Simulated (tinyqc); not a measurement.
Inside a calculation. Method: tight binding, honeycomb lattice. One step of it, computed by the program tinyqc.

Question. Levels at k. Diagonalise the Hermitian matrix.

H(k) at k (eV):
```
                     A                    B
A            -0.017501  -4.240732+1.223811i
B  -4.240732-1.223811i             0.015474
```

Give: eigenvalues; weights |c|^2 of the basis functions.

Answer.

eigenvalues (eV): -4.415  4.413

weights |c|^2 of the basis functions:
```
   band 1  band 2
A   0.502   0.498
B   0.498   0.502
```
